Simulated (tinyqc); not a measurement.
Scaling with the misfit: strain-driven roughening and islands of a mismatched epitaxial film. Computed by tinyqc, a small Python program. Command: `OMP_NUM_THREADS=1 python tinyqc.py 3018301 3018302 out.jsonl island walk`. One thread of a shared host (Intel(R) Xeon(R) Processor @ 2.30GHz), about 0.01 s of CPU time with the checks.

Film and substrate share isotropic elastic constants; the film is coherent and biaxially strained.

Inputs (values chosen for the exercise, for a model film): misfit |f| = 0.0202; shear modulus G = 79.2 GPa; Poisson ratio nu = 0.19; surface energy gamma = 1.89 J/m^2; contact angle of the shallow shape theta_1 = 8.08 degrees; contact angle of the steep shape theta_2 = 32.9 degrees; facet energy of shape 1 over gamma = 0.9978; facet energy of shape 2 over gamma = 1.035; surface mobility D_s nu_s Omega^2/(k_B T) = 8.7e-32 m^6/(J s).

Transport: surface diffusion.

Constants: e = 1.602176634e-19 C.

Method:
- M = 2 G (1 + nu)/(1 - nu); stress = M f; energy density w = M f^2.
- A ripple A cos(k x) has the surface chemical potential per volume [gamma k^2 - 2 (1 + nu) w k] A cos(k x), so k_c = 2 (1 + nu) w/gamma. With surface diffusion the amplitude grows at the rate q = B k^2 [2 (1 + nu) w k - gamma k^2], fastest at k_m = (3/4) k_c. B is the surface mobility.
- Shallow faceted island (Tersoff form): E = 4 Gam V^(2/3) tan^(1/3)(theta) - 6 c V tan(theta), Gam = gamma [x/sin(theta) - 1/tan(theta)], x the facet energy over gamma, c = stress^2 (1 - nu)/(2 pi G).
- The barrier is the maximum of E, at V_c = [4 Gam/(9 c)]^3 / tan^2(theta) (1 GPa nm = 1 J/m^2).
- V_c = [4 Gam/(9 c)]^3/tan^2(theta), barrier = (4/3) Gam V_c^(2/3) tan^(1/3)(theta); the growth time is 1/q at k_m.

fastest wavelength = 70.0622 nm

growth time 1/q at k_m = 0.282069 s

critical volume, shape 1 = 105.015 nm^3

barrier, shape 1 = 10.0406 eV

Misfit scaled at fixed constants:
```
|f| (%)  fastest wavelength (nm)  growth time (s)  V_c of shape 1 (nm^3)  barrier of shape 1 (eV)
0.505                     1121.0       1.8486e+04             4.3014e+05               2.5704e+03
0.707                      571.9       1.2526e+03             5.7127e+04               6.6909e+02
1.010                      280.2       7.2210e+01             6.7209e+03               1.6065e+02
1.414                      143.0       4.8930e+00             8.9261e+02               4.1818e+01
2.020                       70.1       2.8207e-01             1.0501e+02               1.0041e+01
2.828                       35.7       1.9113e-02             1.3947e+01               2.6136e+00
```

What does the comparison show, and why?

Halving the misfit stretches the wavelength 4 times, the barrier 16 times, the volume 64 times and the time 256 times: f^(-2), f^(-4), f^(-6), f^(-8). Over these rows the time spans 6.0 decades: strongly mismatched films tend to roughen first, while dilute alloys have time to stay flat. Rows with wavelengths under 10 nm or volumes under 5 nm^3 are beyond the continuum picture.

Extremes, crossings and ranges named in words are read from the listed rows.
